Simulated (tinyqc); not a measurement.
From results back to parameters: Penn model of the dielectric constant and Phillips ionicity. Three cases, with inputs chosen for the exercise.

Problem. eps was computed from a and a hidden C.

n = 32/a^3; Ep^2 = 8 pi c e2 n with c = hbar^2/2m0, e2 = e^2/(4 pi eps0); EF = c (3 pi^2 n)^(2/3); eps = 1 + (Ep/Eg)^2 S with S = 1 - Eg/(4 EF) + (Eg/(4 EF))^2/3, Eg the Penn gap. Core d shells are left out.

Phillips: bond length d = sqrt(3) a/4; homopolar gap Eh = 39.74 d^(-2.48) eV (d in angstrom); Eg^2 = Eh^2 + C^2; ionicity fi = C^2/Eg^2.

Constants: hbar^2/2m0 = 3.80998211 eV angstrom^2; e^2/(4 pi eps0) = 14.39964547 eV angstrom.

Find: Eg; Eh; C; fi.

Method. eps falls steadily with Eg, so one Eg fits; C^2 = Eg^2 - Eh^2.

Case 1.

Values chosen (out of a larger set: near those of GaN; not measured data): a = 4.491 angstrom (cubic lattice constant, 32 valence electrons a cell).

eps = 4.57641

Solution.

Eg = 10.816 eV
Eh = 7.637 eV
C = 7.66 eV
fi = 0.502

Case 2.

Values chosen (out of a larger set: near those of ZnSe; not measured data): a = 5.644 angstrom (cubic lattice constant, 32 valence electrons a cell).

eps = 5.58718

Solution.

Eg = 6.784 eV
Eh = 4.333 eV
C = 5.22 eV
fi = 0.592

Case 3.

Values chosen (out of a larger set: near those of AlN; not measured data): a = 4.361 angstrom (cubic lattice constant, 32 valence electrons a cell).

eps = 4.49904

Solution.

Eg = 11.431 eV
Eh = 8.214 eV
C = 7.95 eV
fi = 0.484

Computed by tinyqc, one run a case: `OMP_NUM_THREADS=1 python tinyqc.py N N+1 out.jsonl` with N = 1682272, 1682501, 1682619; one thread of a shared Intel(R) Xeon(R) Processor @ 2.30GHz, about 0.01 s a run at most.
